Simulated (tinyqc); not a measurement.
# Ellipsometry and reflectance of a transparent film on an absorbing substrate: two studies

Air (index 1), film, substrate with N2 = n2 - i k2; time factor exp(+i w t). q_j = sqrt(N_j^2 - sin^2 th), root with positive real part. Fresnel coefficients r_s = (q_a - q_b)/(q_a + q_b), r_p = (N_b^2 q_a - N_a^2 q_b)/(N_b^2 q_a + N_a^2 q_b). tan(Psi) exp(i Delta) = R_p/R_s, Delta taken from 0 to 360 degrees.

Inputs (values chosen for the exercise); indices close to those of hafnium oxide on silicon: wavelength lam = 546.1 nm; angle of incidence th = 70 degrees; index of the transparent film n1 = 2.036; film thickness d = 170 nm; index of the substrate n2 = 4.086; extinction coefficient of the substrate k2 = 0.031.

Each table varies one quantity; the others keep the values above.

## Psi and Delta against the film thickness

beta = 2 pi d q1/lam, X = exp(-2 i beta), R = (r01 + r12 X)/(1 + r01 r12 X) for p and s. The last column is the derivative of Delta.

Psi and Delta against the film thickness:
```
d (nm)  Psi (degrees)  Delta (degrees)  |R_p|^2  |R_s|^2  dDelta/dd (degrees/nm)
0               12.01            179.0  0.03205   0.7083                  -3.769
0.5             12.02            177.1  0.03208   0.7083                  -3.766
1               12.03            175.2  0.03215   0.7082                  -3.760
1.5             12.05            173.3  0.03224   0.7081                  -3.751
2               12.07            171.5  0.03237   0.7079                  -3.739
2.5             12.10            169.6  0.03253   0.7077                  -3.724
3               12.14            167.7  0.03272   0.7075                  -3.707
3.5             12.18            165.9  0.03294   0.7072                  -3.687
4               12.23            164.0  0.03320   0.7069                  -3.664
```

Read the table: what changes, and by how much?

Delta falls from 178.97 to 164.04 degrees while Psi moves from 12.01 to 12.23: Delta changes 68.2 times as much as Psi. With the slope of the first row an error of 0.01 degree in Delta means 0.0027 nm.

## Effect of the index of the transparent film

Same model as above.

dDelta/dd is the derivative of Delta; period lam/(2 q1).

Result of one run:
```
n1    Psi (degrees)  Delta (degrees)  |R_p|^2  |R_s|^2  dDelta/dd (degrees/nm)  period (nm)
2.25          20.80            75.36  0.07955   0.5514                  -2.052        133.6
```

What becomes of these results when the index of the transparent film n1 is changed from 2.25 to 2.65, all else the same?

Result of the changed run:
```
n1    Psi (degrees)  Delta (degrees)  |R_p|^2  |R_s|^2  dDelta/dd (degrees/nm)  period (nm)
2.65          17.86            341.3  0.04344   0.4182                  -3.667        110.2
```

The whole series:
```
n1    Psi (degrees)  Delta (degrees)  |R_p|^2  |R_s|^2  dDelta/dd (degrees/nm)  period (nm)
1.25          58.22            192.2   0.2990   0.1148                   2.643        331.2
1.45          36.18            277.6   0.2304   0.4309                 -0.1155        247.3
1.65          20.46            257.3  0.09129   0.6557                  -1.441        201.3
1.85          12.02            184.0  0.03213   0.7082                  -3.711        171.3
2.05          16.10            114.3  0.05595   0.6720                  -2.459        149.9
2.25          20.80            75.36  0.07955   0.5514                  -2.052        133.6
2.45          22.90            34.89  0.07054   0.3955                  -2.953        120.7
2.65          17.86            341.3  0.04344   0.4182                  -3.667        110.2
```

Psi moves up and down between 12.0 and 58.2 degrees and |R_p|^2 moves up and down between 0.0321 and 0.299. The slope of Delta is largest in size, 3.71 degrees/nm, at n1 = 1.85 among the rows.

tinyqc, about 0.4 s, one thread, Intel Xeon 2.30GHz (shared host): `OMP_NUM_THREADS=1 python tinyqc.py 2870206 2870207 out.jsonl`
